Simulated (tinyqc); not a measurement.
n-type polysilicon, carrier trapping at grain boundaries: one step of the calculation.

One-dimensional grains of size Lg, uniform ionised doping N, monovalent traps Qt at each boundary at a depth Et below (for electrons) or above (for holes) the band edge there, abrupt depletion of width W on each side of a boundary, Boltzmann statistics. xi is the distance from the band edge at the grain centre to the Fermi level. Trapped charge Qt/(1 + exp((xi + VB - Et)/Vt)) = 2 N W, barrier VB = q N W^2/(2 eps0 eps_r).

Problem. Resistivity and effective mobility. n0 = NB exp(-xi/Vt); mean density n0 (1 - 2 W/Lg) by charge balance in a partly depleted grain, and n0 (sqrt(pi)/2) erf(u)/u with u = sqrt(VB/Vt) in a fully depleted one; v = sqrt(kB T/(2 pi ms m0)); barrier resistivity Vt exp(VB/Vt)/(q fe n0 v Lg); grain resistivity (1 - 2 W/Lg)/(q n0 mug); effective mobility 1/(q mean density total resistivity).

Parameters, values chosen for the exercise; values of the order met in polycrystalline silicon: temperature T = 300 K; conduction-band density of states at T NB = 2.8e19 cm^-3; grain size Lg = 18 nm; mass for thermionic emission ms = 0.57 m0; correction factor of the emission rate fe = 0.5; mobility inside the grains mug = 100 cm^2/(V s).

Constants: q = 1.602176634e-19 C, kB = 1.380649e-23 J/K, m0 = 9.1093837015e-31 kg, Vt = kB T/q. Results are converted to the units shown.

W = 1.1388888 nm
xi = 0.053029449 V
VB = 0.0036108622 V

Wanted: n0; mean density; v; barrier resistivity; grain resistivity; resistivity; effective mobility.

Solution.

n0 = 3.6000e18 cm^-3
mean density = 3.1444e18 cm^-3
v = 3.5631e6 cm/s
barrier resistivity = 0.016072 ohm cm
grain resistivity = 0.015144 ohm cm
resistivity = 0.031216 ohm cm
effective mobility = 63.588 cm^2/(V s)

The resistivity is 1.80 times that of a single crystal with the same N and mobility mug, and the mean density is 87.3 % of N.

Computed by the program tinyqc: `OMP_NUM_THREADS=1 python tinyqc.py 2830013 2830014 out.jsonl`, one thread of a shared Intel Xeon 2.30GHz, about 0.01 s for the whole run.
